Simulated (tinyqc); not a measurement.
Inside a calculation. Method: UHF in the sto-3g basis, for H3+, spin multiplicity 1. One step of it, computed by the program tinyqc.

Question. Iteration 4: diagonalisation and new density. Diagonalise F' = X^T F X, C = X C', fill 1 alpha and 1 beta electrons from the bottom; D(s) = C_occ C_occ^T. Each column has its largest component positive (the first on a tie).

extrapolated F(alpha) (hartree), lower triangle:
```
           1H 1s      2H 1s      3H 1s
1H 1s  -0.830684
2H 1s  -0.676248  -0.574495
3H 1s  -0.692197  -0.315433  -0.604230
```

extrapolated F(beta) (hartree), lower triangle:
```
           1H 1s      2H 1s      3H 1s
1H 1s  -0.830692
2H 1s  -0.692279  -0.604266
3H 1s  -0.676167  -0.315431  -0.574452
```

X:
```
               1          2         3
1H 1s   1.294325  -0.000033  0.496085
2H 1s  -0.826044  -0.768215  0.388717
3H 1s  -0.825866   0.768329  0.388681
```

Give: F' = X^T F X; orbital energies; coefficients C; F' = X^T F X; orbital energies; coefficients C; D(alpha) after iteration 4; D(beta) after iteration 4.

Answer.

F' = X^T F X (alpha) (hartree), lower triangle:
```
         1        2        3
1   0.2998
2   0.0030  -0.3234
3  -0.0802  -0.0150  -1.0056
```

orbital energies (alpha) (hartree): MO1 -1.0108, MO2 -0.3231, MO3 0.3047

coefficients C (alpha):
```
          MO1      MO2      MO3
1H 1s  0.5740   0.0201   1.2615
2H 1s  0.3210   0.7701  -0.8530
3H 1s  0.3540  -0.7661  -0.8433
```

F' = X^T F X (beta) (hartree), lower triangle:
```
         1        2        3
1   0.2997
2  -0.0030  -0.3234
3  -0.0802   0.0150  -1.0056
```

orbital energies (beta) (hartree): MO1 -1.0108, MO2 -0.3231, MO3 0.3047

coefficients C (beta):
```
          MO1      MO2      MO3
1H 1s  0.5740   0.0201   1.2615
2H 1s  0.3540  -0.7660  -0.8435
3H 1s  0.3210   0.7702  -0.8528
```

D(alpha) after iteration 4, lower triangle:
```
        1H 1s   2H 1s   3H 1s
1H 1s  0.3295
2H 1s  0.1842  0.1030
3H 1s  0.2032  0.1136  0.1253
```

D(beta) after iteration 4, lower triangle:
```
        1H 1s   2H 1s   3H 1s
1H 1s  0.3295
2H 1s  0.2032  0.1253
3H 1s  0.1842  0.1136  0.1030
```
